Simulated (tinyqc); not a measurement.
Trap in a gate oxide as a short-range spherical well, step by step. Values are carried at full precision from step to step, so a last printed digit may differ when a step is redone from the rounded ones.

A spherical well of radius R and depth V0 below the conduction edge, one mass m, c = hbar^2/2m0. The s level at binding Et solves k cot(k R) = -kappa with k = sqrt(m (V0 - Et)/c), kappa = sqrt(m Et/c); it exists for V0 > Vc = c (pi/2R)^2/m. Outside, psi falls as exp(-kappa r)/r.

Constants: hbar^2/2m0 = 3.80998211 eV angstrom^2; fine-structure constant alpha = 0.007297352564; hc = 1239.841984 eV nm; kB = 8.617333262e-05 eV/K.

Inputs chosen for the exercise (near those of SiO2 on Si; shifted at random, so the results belong to these values and not to a real crystal):
- R = 2.1 angstrom (radius of the well)
- V0 = 10.41 eV (depth of the well)
- m = 0.453 m0 (mass)
- n_r = 1.5 (refractive index)
- dEc = 3.2 eV (conduction offset to the channel)
- Fox = 5.3 MV/cm (oxide field, lowering levels away from the channel)
- t0 = 2.3 x 1e-11 s (time constant at the interface)
- T = 300 K (temperature)
- EF = 0.02 eV (Fermi level above the channel edge)
- x = 14 angstrom (depth of the trap)

## The bound level

Solve for Et; the share outside is [sin^2(kR)/(2 kappa)]/[sin^2(kR)/(2 kappa) + R/2 - sin(2kR)/(4k)].

Et = 2.3082 eV
k = 0.9815 1/angstrom
kappa = 0.5239 1/angstrom
share outside = 0.371
Vc = 4.706 eV

The well is 2.21 times the critical depth. Since dEt/dV0 equals the share inside, 0.63, a 1 % change of V0 moves Et by 2.8 %. The decay length is 1.9 angstrom, 0.9 times R.

## Peak of the photo-ionisation cross-section

Lucovsky model (delta well, plane-wave final states, no local-field factor): sigma = (32 pi alpha c/(3 n_r m Et)) (x - 1)^(3/2)/x^3, x = h nu/Et, c = hbar^2/2m0; 1 angstrom^2 = 1e-16 cm^2.

The maximum lies at x = 2. Give the photon energy, its wavelength and sigma there.

h nu = 4.616 eV
wavelength = 269 nm
sigma = 7.43 x 1e-18 cm^2

With 37 % of the state outside the well the delta-well form is only a rough model of this centre.

## Level, tunnelling time and occupation

Energies from the conduction edge of the channel. The trap level at depth x is E_T = dEc - Et - e Fox x (1 MV/cm = 0.01 eV/angstrom). An electron at the channel edge tunnels with the WKB exponent S = (4/3) sqrt(m/c) [dEc^(3/2) - (dEc - e Fox x)^(3/2)]/(e Fox), c = hbar^2/2m0; tau = t0 exp(S); the occupation is f = 1/(1 + exp((E_T - EF)/kB T)), tau_c = tau/f and tau_e = tau/(1 - f). Lattice relaxation is left out; a level below the channel edge needs phonons as well, so tau is then a lower bound, while a level above it can also empty elastically at its own energy, through a thinner barrier, faster than this tau.

Give E_T, S, tau and ln(tau_c/tau_e) = (E_T - EF)/kB T.

E_T = 0.150 eV
S = 16.227
tau = 0.000257 s
ln(tau_c/tau_e) = 5.0

The level lies 5 kB T above EF, so the trap is mostly empty. A flat barrier would give S = 2 sqrt(m dEc/c) x = 17.27.

## Checks

- Et from the radial equation on a grid against the matching condition, eV: both 2.31.

Computed by tinyqc, a small Python program: `OMP_NUM_THREADS=1 python tinyqc.py 1282286 1282287 out.jsonl` (the numbers bound the seed that draws the inputs); one thread of a shared host (Intel(R) Xeon(R) Processor @ 2.30GHz), about 0.01 s for the whole set of steps.
